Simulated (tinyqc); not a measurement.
# Finnis-Sinclair potential for a bcc metal: fit to cohesion and elasticity, then vacancy, surfaces and structure, step by step

A worked calculation. Computed by tinyqc, a small Python program that keeps every step. Command: `OMP_NUM_THREADS=1 python tinyqc.py 3110858 3110859 out.jsonl fsfit walk`. One thread of a shared host (Intel(R) Xeon(R) Processor @ 2.30GHz), about 0.01 s of CPU time with the checks. Intermediate numbers are printed to about 5 digits and carried at full precision; extremes and crossings named in words are read from the listed rows.

E = (1/2) sum V(r) - A sqrt(rho), rho = sum phi(r), phi = (r - d)^2 for r < d, V = (r - c)^2 (c0 + c1 r + c2 r^2) for r < c. In bcc the 8 first neighbours lie at sqrt(3) a/2 and the 6 second at a; both cut-offs lie below the third shell; Omega = a^3/2; E is per atom and z the number of atoms in a shell. The four constants A, c0, c1, c2 are fitted to E_c, zero pressure, B and C12 - C44 alone, so C44 and C11 - C12 are not matched singly; defects are unrelaxed.

Inputs (values chosen for the exercise, modelled on tungsten):

| quantity | value | unit |
|---|---|---|
| lattice constant a | 3.165 | angstrom |
| cohesive energy E_c | 8.81 | eV |
| target C11 | 524 | GPa |
| target C12 | 203 | GPa |
| target C44 | 158 | GPa |
| density cut-off d/a | 1.377 | - |
| pair cut-off c/a | 1.02 | - |

Constants: 1 eV/angstrom^3 = 160.2176634 GPa; 1 eV/angstrom^2 = 16.02176634 J/m^2.

## Density sums and the constant A

rho = sum z phi, rho1 = sum z r phi', rho2 = sum z r^2 phi''. At zero pressure the effective pair part V + 2 F' phi obeys C12 = C44, so C12 - C44 = F'' (rho1/3)^2/Omega with F'' = A/(4 rho^(3/2)); this gives A.

rho = 29.466 angstrom^2

rho1 = -116.24 angstrom^2

rho2 = 240.4134 angstrom^2

A = 1.8973 eV/angstrom

## Three linear equations for c0, c1, c2

With v_k = (r - c)^2 r^k the rows are (1/2) sum z v_k, (1/2) sum z r v_k' and (1/2) sum z r^2 v_k''. With rho1 = sum z r phi' and rho2 = sum z r^2 phi'' the right-hand sides are: -E_c + A sqrt(rho) (cohesion); A rho1/(2 sqrt(rho)) (zero pressure); 9 B Omega + A [rho2/(2 sqrt(rho)) - rho1^2/(4 rho^(3/2))] with B = (C11 + 2 C12)/3.

matrix:
```
                  c0      c1      c2
cohesion        0.96    2.64    7.26
pressure      -11.89  -30.45  -77.81
bulk modulus  120.21  288.78  698.84
```

right-hand side (eV): 1.49  -20.32  277.99

## Solution

Solve the three equations.

c0, c1, c2 (eV/angstrom^2, eV/angstrom^3, eV/angstrom^4): 30.088  -20.214  3.575

## Elastic constants of the fitted potential

Second differences of E with strains of 1e-4: e_xx gives C11, (e_xx, e_yy) = (1, -1) gives 2 (C11 - C12), an engineering shear gives C44. B and C12 - C44 are fitted; the one combination left tests the choice of d.

C11 = 470.59 GPa

C12 = 229.70 GPa

C44 = 184.70 GPa

error of C44 = 16.901 %

error of C' = (C11 - C12)/2 = -24.957 %

C44 comes out high and C' low: with B and C12 - C44 fixed, C44 + 2 C'/3 is fixed too, so the two errors have opposite signs.

## Unrelaxed vacancy

E_v = -A sum_shells z [sqrt(rho - phi(r)) - sqrt(rho)] - (1/2) sum z V(r): the neighbours lose one bond each, and the atom is put back in the bulk.

V at the two shells (eV): 0.36654  0.00772

phi at the two shells (angstrom^2): 2.6154  1.4237

vacancy energy E_v = 3.7638 eV

E_v/E_c = 0.42722

A pair potential would give E_v = E_c; the square root lowers the ratio to 0.43.

## Unrelaxed surfaces

An atom in layer i below the surface keeps only neighbours no higher than the top layer; gamma = sum_i (E_i + E_c)/(area per surface atom), with layer spacings a/2, a/sqrt2 and areas a^2, a^2/sqrt2 for (100) and (110).

Excess energy by layer (eV):

| face | layer 1 | layer 2 | layer 3 |
|---|---|---|---|
| (100) | 1.606958 | 0.248043 | 0 |
| (110) | 1.150423 | 0.000000 | 0 |

gamma(100) = 2.9669 J/m^2

gamma(110) = 2.6022 J/m^2

gamma(100)/gamma(110) = 1.14.

## bcc against fcc

E of each lattice against the volume per atom, as a multiple of Omega; all neighbours inside the cut-offs are summed.

Energies (eV/atom):

| V/Omega | bcc | fcc | fcc less bcc (meV) |
|---|---|---|---|
| 0.80 | -8.0704 | -8.0948 | -24.350 |
| 0.84 | -8.3577 | -8.3707 | -12.994 |
| 0.88 | -8.5622 | -8.5544 | 7.817 |
| 0.92 | -8.7021 | -8.6666 | 35.546 |
| 0.96 | -8.7843 | -8.7235 | 60.872 |
| 1.00 | -8.8100 | -8.7378 | 72.204 |
| 1.05 | -8.7734 | -8.7107 | 62.765 |
| 1.10 | -8.6793 | -8.6467 | 32.572 |
| 1.20 | -8.4159 | -8.4456 | -29.696 |

The lowest fcc row, at V/Omega = 1, lies +72 meV from the bcc minimum: the fit keeps bcc stable, though nothing in it asked for that.

Checks made by the program: B and C12 - C44 recovered (relative difference 1e-07).
